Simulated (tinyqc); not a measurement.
Where in the gap a trap does harm: carrier lifetime from Shockley-Read-Hall, radiative, Auger and surface recombination. Computed by tinyqc, a small Python program. Command: `OMP_NUM_THREADS=1 python tinyqc.py 3016311 3016312 out.jsonl lifetime walk`. One thread of a shared host (Intel(R) Xeon(R) Processor @ 2.30GHz), about 0.02 s of CPU time with the checks.

Energies are counted from the top of the valence band. Boltzmann statistics, full ionisation, and equal excess densities of electrons and holes.

Inputs (values chosen for the exercise, with bands modelled on ZnO):

| quantity | value | unit |
|---|---|---|
| gap E_g | 3.43 | eV |
| electron mass m_e | 0.273 | m_0 |
| valleys M_c | 1 | - |
| hole mass m_h | 0.8 | m_0 |
| temperature T | 350 | K |
| doping N | 6.3e+16 | cm^-3 |
| trap level E_t | 1.5 | eV |
| trap density N_t | 3.2e+12 | cm^-3 |
| electron cross-section sigma_n | 9.6e-15 | cm^2 |
| hole cross-section sigma_p | 7.2e-15 | cm^2 |

Doping: n-type. Surface term: two equal surfaces.

Constants: m_0 = 9.1093837015e-31 kg; k_B = 1.380649e-23 J/K; h = 6.62607015e-34 J s; k_B = 8.617333262e-05 eV/K.

Method:
- N_c = 2 M_c (2 pi m_e k_B T/h^2)^(3/2) and N_v = 2 (2 pi m_h k_B T/h^2)^(3/2), masses in units of m_0.
- n_i = sqrt(N_c N_v) exp(-E_g/2 k_B T); majority density N/2 + sqrt(N^2/4 + n_i^2), minority density n_i^2 over it.
- v = sqrt(3 k_B T/m) with m_e or m_h; tau_n0 = 1/(sigma_n v_n N_t), tau_p0 = 1/(sigma_p v_p N_t); n1 = N_c exp(-(E_g - E_t)/k_B T), p1 = N_v exp(-E_t/k_B T).
- Low injection: tau = [tau_p0 (n_0 + n1) + tau_n0 (p_0 + p1)]/(n_0 + p_0). Depleted region (n = p = 0): generation lifetime tau_g = (tau_p0 n1 + tau_n0 p1)/n_i. n1 = N_c exp(-(E_g - E_t)/k_B T), p1 = N_v exp(-E_t/k_B T).

tau_p0 = 3.07731e-06 s

n_0 = 6.30e+16 cm^-3

N_c = 4.51062e+18 cm^-3

tau_n0 = 1.34824e-06 s

p_0 = 6.60232e-29 cm^-3

N_v = 2.26270e+19 cm^-3

n_i = 2.03948e-06 cm^-3

The same trap at other energies:

| E_t (eV) | SRH lifetime (s) | generation lifetime (s) |
|---|---|---|
| 0.206 | 3.6006e-06 | 1.6166e+16 |
| 0.514 | 3.0773e-06 | 5.9375e+11 |
| 0.858 | 3.0773e-06 | 6.6103e+06 |
| 1.200 | 3.0773e-06 | 7.8639e+01 |
| 1.544 | 3.0773e-06 | 8.7550e-04 |
| 1.715 | 3.0773e-06 | 4.3937e-06 |
| 1.887 | 3.0773e-06 | 4.1179e-04 |
| 2.230 | 3.0773e-06 | 3.5781e+01 |
| 2.573 | 3.0773e-06 | 3.1091e+06 |
| 2.916 | 3.0773e-06 | 2.7016e+11 |
| 3.224 | 3.3154e-06 | 7.3556e+15 |

What follows from these numbers?

The SRH lifetime (other channels left aside) stays within 10 % of its least value, among these rows, from E_t = 0.514 to 3.224 eV. The generation lifetime has a sharp minimum, among these rows at 1.715 eV and exactly at 1.727 eV, where tau_p0 n1 = tau_n0 p1, since generation needs two thermal jumps and the larger one rules.

Extremes, crossings and ranges named in words are read from the listed rows.
